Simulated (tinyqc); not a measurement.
Carrier statistics of a doped semiconductor with parabolic bands: sweeps and comparisons. A value that a table varies takes the place of the one given here.

Eg(T) = Eg0 - al T^2/(T + be); m_de = Mv^(2/3) (ml mt^2)^(1/3); m_dh = (mhh^(3/2) + mlh^(3/2))^(2/3); Nc and Nv from N = 2 (m kB T/(4 pi c))^(3/2) with c = hbar^2/2m0, in 1/angstrom^3; times 1e24 for 1/cm^3.

Energies are counted from Ev, so Ec = Eg. n = Nc F_1/2((EF - Eg)/kT), p = Nv F_1/2(-EF/kT), ND+ = ND/(1 + 2 exp((EF - Eg + ED)/kT)), NA- = NA/(1 + 4 exp((EA - EF)/kT)); neutrality asks p + ND+ = n + NA-. F_j(eta) = (1/Gamma(j + 1)) integral_0^infinity x^j dx/(1 + exp(x - eta)), which tends to exp(eta) for eta << 0.

Constants: hbar^2/2m0 = 3.80998211 eV angstrom^2; kB = 8.617333262e-05 eV/K.

Parameters, chosen for this exercise (near those of InSb; the results hold for these values, not for the real material): Eg0 = 0.2351 eV (gap at 0 K); al = 0.000322 eV/K (Varshni alpha); be = 172 K (Varshni beta); ml = 0.0134 m0 (longitudinal electron mass); mt = 0.0134 m0 (transverse electron mass); Mv = 1 (equivalent valleys); mhh = 0.433 m0 (heavy-hole mass); mlh = 0.0151 m0 (light-hole mass); ND = 3.8e+12 1/cm^3 (donors); NA = 2.7e+12 1/cm^3 (acceptors); ED = 0.00101 eV (donor level below Ec); EA = 0.00992 eV (acceptor level above Ev); T = 400 K.

## Temperature

Neutrality solved at each temperature; ni = sqrt(Nc Nv) exp(-Eg/2kT).

Carriers (1/cm^3):

| T (K) | EF (eV) | n | p | majority / \|ND - NA\| | ni | Eg (eV) |
|---|---|---|---|---|---|---|
| 10 | 0.2302 | 9.99e+11 | <1e-99 | 0.908 | 2.04e-44 | 0.2349 |
| 20 | 0.2233 | 1.08e+12 | 6.50e-40 | 0.980 | 2.65e-14 | 0.2344 |
| 40 | 0.2070 | 1.09e+12 | 2.94e-09 | 0.995 | 56.7 | 0.2327 |
| 77 | 0.1715 | 1.10e+12 | 5.61e+06 | 0.998 | 2.48e+09 | 0.2274 |
| 120 | 0.1383 | 3.93e+12 | 2.83e+12 | 3.57 | 3.34e+12 | 0.2192 |
| 200 | 0.1453 | 8.53e+14 | 8.52e+14 | 775 | 8.58e+14 | 0.2005 |
| 300 | 0.1563 | 1.70e+16 | 1.70e+16 | 1.55e+04 | 1.84e+16 | 0.1737 |
| 400 | 0.1703 | 7.90e+16 | 7.90e+16 | 7.18e+04 | 9.94e+16 | 0.1450 |
| 500 | 0.1875 | 1.99e+17 | 1.99e+17 | 1.81e+05 | 2.99e+17 | 0.1153 |
| 600 | 0.2067 | 3.71e+17 | 3.71e+17 | 3.37e+05 | 6.58e+17 | 0.0849 |

What can be read from the table?

It is within 10 % of the net doping at 10, 20, 40 and 77 K. At 120, 200, 300, 400, 500 and 600 K thermal pairs lift it more than 10 % above the net doping; ni has reached 6.58e+17 1/cm^3 at 600 K against a net doping of 1.10e+12. For so narrow a gap the hottest rows are formal: EF can enter a band, where the Boltzmann ni is too large, and the crystal may melt. EF goes from 0.230 eV to 0.207 eV, where midgap is 0.042 eV and the intrinsic level (Boltzmann) 0.177 eV.

## Doping level

Only donors are present (NA = 0); eta is the distance of EF beyond the conduction edge in units of kT.

Neutral state:

| ND (1/cm^3) | EF (eV) | majority (1/cm^3) | ionised share | eta |
|---|---|---|---|---|
| 1.0e+14 | 0.1703 | 7.90e+16 | 0.189 | 0.73 |
| 1.0e+15 | 0.1704 | 7.91e+16 | 0.189 | 0.74 |
| 1.0e+16 | 0.1708 | 7.97e+16 | 0.187 | 0.75 |
| 1.0e+17 | 0.1748 | 8.63e+16 | 0.170 | 0.86 |
| 1.0e+18 | 0.1978 | 1.31e+17 | 0.095 | 1.53 |
| 3.0e+18 | 0.2188 | 1.82e+17 | 0.054 | 2.14 |
| 1.0e+19 | 0.2461 | 2.61e+17 | 0.025 | 2.93 |
| 3.0e+19 | 0.2732 | 3.54e+17 | 0.012 | 3.72 |

What does this show?

The impurity level lies at 0.1440 eV. The ionised share falls from 0.189 to 0.012 as EF moves further beyond it; it is below one half from 1e+14 1/cm^3 on. Over the last two rows the doping grows threefold and the majority density by a factor 1.35. EF comes within 3 kT of the majority band edge from 1e+14 1/cm^3 on. With a gap of only 4.2 kT the crystal is intrinsic at low doping, and EF can lie near or inside the band with the lighter mass. Above roughly 1e+14 1/cm^3 (N^(1/3) a = 0.26, with the radius a = sqrt(c/(m E)) from the ionisation energy E and the mass (ml mt^2)^(1/3)) the levels merge with the band and real ionisation is complete; sharp levels then overstate freeze-out.

## What each input does

Neutrality solved anew for each case. Each row changes one parameter from the base and keeps the others.

Results:

| case | EF (eV) | n (1/cm^3) | p (1/cm^3) |
|---|---|---|---|
| base | 0.1703 | 7.90e+16 | 7.90e+16 |
| T = 440 K | 0.1769 | 1.20e+17 | 1.20e+17 |
| ND = 1.9e+12 1/cm^3 | 0.1703 | 7.90e+16 | 7.90e+16 |
| NA = 1.35e+12 1/cm^3 | 0.1703 | 7.90e+16 | 7.90e+16 |
| Eg0 = 0.2851 eV | 0.1917 | 4.25e+16 | 4.25e+16 |
| mt = 0.0161 m0 | 0.1666 | 8.80e+16 | 8.80e+16 |
| mhh = 0.5196 m0 | 0.1759 | 8.82e+16 | 8.82e+16 |
| ED = 0.0015 eV | 0.1703 | 7.90e+16 | 7.90e+16 |

What can be read from the table?

The largest shifts from the base row, up to three for each result and ties (the steps differ in size, so this ranks the rows, not the parameters). EF (eV): Eg0 +0.0214, T +0.0066, mhh +0.0056; unchanged at the printed digits by ND, NA and ED. n (1/cm^3): T +4.10e+16, Eg0 -3.65e+16, mhh +9.19e+15; unchanged at the printed digits by ND, NA and ED. p (1/cm^3): T +4.10e+16, Eg0 -3.65e+16, mhh +9.19e+15; unchanged at the printed digits by ND, NA and ED.

(tinyqc, `OMP_NUM_THREADS=1 python tinyqc.py 1650439 1650440 out.jsonl`, Intel(R) Xeon(R) Processor @ 2.30GHz, 1 thread, shared host, about 0.01 s.)
